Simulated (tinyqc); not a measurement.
# Potential-pH (Pourbaix) lines of a metal, its cation, its oxide and an oxyanion, with a complexing ligand, step by step

A worked calculation. Computed by tinyqc, a small Python program that keeps every step. Command: `OMP_NUM_THREADS=1 python tinyqc.py 3010251 3010252 out.jsonl pourb walk`. One thread of a shared host (Intel(R) Xeon(R) Processor @ 2.30GHz), about 0.01 s of CPU time with the checks. Intermediate numbers are printed to about 7 digits and carried at full precision; extremes and crossings named in words are read from the listed rows.

Potentials are against the standard hydrogen electrode; solids and water have unit activity; dG_f of M, H+ and the electron is zero; F = e N_A and s = R T ln(10)/F. The cation carries z = 3.

Inputs (values chosen for the exercise, modelled on gallium):
```
quantity,value,unit
dG_f of the cation,-158.2,kJ/mol
dG_f of the oxide,-997.5,kJ/mol
dG_f of the oxyanion,-528.07,kJ/mol
dG_f of water,-237.14,kJ/mol
temperature T,298.15,K
log10 of the dissolved activity a,-4,-
pH,4.2,-
potential E,-0.35,V
log10 of the stability constant beta of ML,9.5,-
pKa of HL,5,-
total ligand c_L,0.042,mol/L
limiting current density i_L,5.2e-05,A/cm^2
molar volume V_m,11.8,cm^3/mol
```

Species: M, M3+, M2O3, MO2(-).

exchange current densities, metal and cathodic (A/cm^2): [2.4e-07, 4.7e-11]

Tafel slopes, anodic and cathodic (mV/decade): [70, 155]

Constants: R = 8.314462618 J/(mol K); e = 1.602176634e-19 C; N_A = 6.02214076e+23 1/mol.

## Standard potentials

M3+ + 3e = M; (1/2) M2O3 + 3H+ + 3e = M + (3/2) H2O; MO2(-) + 4H+ + 3e = M + 2H2O. For each, E0 = -dG/(z F), and E = E0 + (s/z) log10 a - (s n_H/z) pH, with no activity term for the oxide.

s = 0.05915935 V

E0 (V): cation -0.5465425, oxide -0.4941684, oxyanion -0.1858314

The metal is less noble than hydrogen.

## Vertical lines

Two oxidised species coexist where their lines against the metal cross: pH1 (cation/oxide) = [E0(oxide) - E0(cation)]/s - (log10 a)/z; pH2 (oxide/oxyanion) = {[E0(oxyanion) - E0(oxide)]/s + (log10 a)/z}/(4/z - 1).

pH1 = 2.218639

pH2 = 11.63592

width of the oxide field, pH2 - pH1 = 9.417284

The oxide is stable from pH 2.22 to 11.64; each decade less of dissolved metal narrows this field by 1.33 pH units.

## The stable species at (pH, E)

The metal is stable below the lowest of the three lines; above it, the species of the lowest line is stable. Water lines at 1 bar: hydrogen E = -s pH, oxygen E = -dG_f(water)/(2F) - s pH.

lines at this pH (V): cation -0.6254216, oxide -0.7426376, oxyanion -0.5960028

upper limit of immunity = -0.7426376 V

hydrogen line = -0.2484693 V

oxygen line = 0.9804222 V

E above the limit of immunity = 0.3926376 V

Stable here: the oxide (passivity, if the film is dense). The point lies outside the stability range of water. Water itself can oxidise the metal at this pH. Caution: other oxidation states, hydroxides and hydrides are left out, and the lines say nothing of rates.

## A complexing ligand

The free ligand is c_L/(1 + 10^(pKa - pH)) (ligand in excess); dissolved metal is a in all, so the free cation is a/alpha, alpha = 1 + beta [L]; the cation line drops by (s/z) log10 alpha.

free ligand = 0.005745889 mol/L

log10 alpha = 7.259357

cation line with ligand = -0.7685746 V

that line less the oxide line = -0.02593693 V

With the ligand the dissolved state lies below the oxide: the oxide dissolves at this pH, where it would be stable without.

## Mixed potential with oxygen reduction

Anodic i = i0a 10^((E - E_a)/b_a) with E_a the cation line with ligand; cathodic i = i0c 10^((E_c - E)/b_c) with E_c the oxygen line; supply caps the cathodic current, 1/i_c = 1/i(Tafel) + 1/i_L. E_corr makes the two currents equal. Without the cap it would be [b_c E_a + b_a E_c + b_a b_c log10(i0c/i0a)]/(b_a + b_c). Rate = i V_m/(z F). Films are left out.

E_corr without the cap = -0.4032557 V

corrosion potential E_corr = -0.6050711 V

corrosion current density = 5.199660e-05 A/cm^2

i/i_L = 0.9999347

etch rate = 1.271820 nm/min

The current sits at the supply limit: stirring or more oxidant, not the ligand, sets the rate. Caution: E_corr lies below the hydrogen line, so hydrogen evolution, left out here, adds cathodic current.

## The diagram with and without ligand

The formulas are those given above.

Lines against the metal (V); the species with the lowest line is stable above it:
```
pH,cation,oxide,oxyanion,stable above,cation with ligand,"stable above, ligand"
0,-0.6254216,-0.494168,-0.264710,cation,-0.6870178,dissolved
2,-0.6254216,-0.612487,-0.422469,cation,-0.7264425,dissolved
4,-0.6254216,-0.730806,-0.580227,oxide,-0.7650743,dissolved
5,-0.6254216,-0.789965,-0.659106,oxide,-0.7796741,oxide
6,-0.6254216,-0.849124,-0.737985,oxide,-0.7847941,oxide
7,-0.6254216,-0.908284,-0.816864,oxide,-0.7855251,oxide
8,-0.6254216,-0.967443,-0.895744,oxide,-0.7856018,oxide
9,-0.6254216,-1.026603,-0.974623,oxide,-0.7856095,oxide
10,-0.6254216,-1.085762,-1.053502,oxide,-0.7856102,oxide
12,-0.6254216,-1.204081,-1.211260,oxyanion,-0.7856103,oxyanion
14,-0.6254216,-1.322399,-1.369018,oxyanion,-0.7856103,oxyanion
```

Without ligand the oxide holds 7 of the eleven rows (pH 4 to 10), with it 6 (pH 5, 6, 7, 8, 9, 10). The ligand acts once beta [L] exceeds 1, from pH = pKa - log10(beta c_L) = -3.1 on, that is in all rows; its line then falls by at most s/z per pH unit and flattens beyond pKa, 0.160 V below the free cation at most. The oxide line falls faster, by s per pH unit, so the oxide takes over again at higher pH.

Checks made by the program: the lines cross at pH1 and pH2 (relative difference below 1e-10).
